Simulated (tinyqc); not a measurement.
Implant damage, amorphisation by cascade overlap, and solid-phase epitaxial regrowth: one step, computed by the program tinyqc. Command: `OMP_NUM_THREADS=1 python tinyqc.py 3110539 3110540 out.jsonl sper walk`. One thread of a shared host (Intel(R) Xeon(R) Processor @ 2.30GHz), about 0.01 s of CPU time with the checks.

Range and width of the damage are inputs. Dynamic annealing enters only through the surviving share f.

Problem. Isothermal regrowth. v = v0 x orientation factor x exp(-E_a/(k_B T)) x [1 + (enhancement - 1) exp(-(z - R_d)^2/(2 s_d^2))], T = anneal temperature + 273.15 K; the dopant is taken to follow the damage profile; the lower front moves from the lower edge z2 to the surface, or to the middle (z1 + z2)/2 of a buried layer with upper edge z1; time = int dz/v; the equivalent undoped distance is that time times the undoped velocity.

Inputs (values chosen for the exercise, modelled on phosphorus ions in silicon):
```
quantity,value,unit
depth of the damage peak R_d,10,nm
width of the damage profile s_d,4.8,nm
regrowth prefactor v0,4.5e+15,nm/s
regrowth energy E_a,2.72,eV
anneal temperature,540,C
rate relative to (100),0.04,-
peak enhancement by the dopant,3.8,-
```

lower edge = 21.99408 nm

upper edge = 0 nm

Constants: k_B = 8.617333262e-05 eV/K.

Give: undoped velocity; distance to regrow; time without enhancement; equivalent undoped distance; time with enhancement.

Solution.

undoped velocity = 0.002495 nm/s

distance to regrow = 21.99 nm

time without enhancement = 8814 s

equivalent undoped distance = 10.21 nm

time with enhancement = 4093 s

The rate doubles for each 15 K or so near this temperature. Caution: regrowth on (111) is not only slow but leaves twins, which a single velocity does not describe.
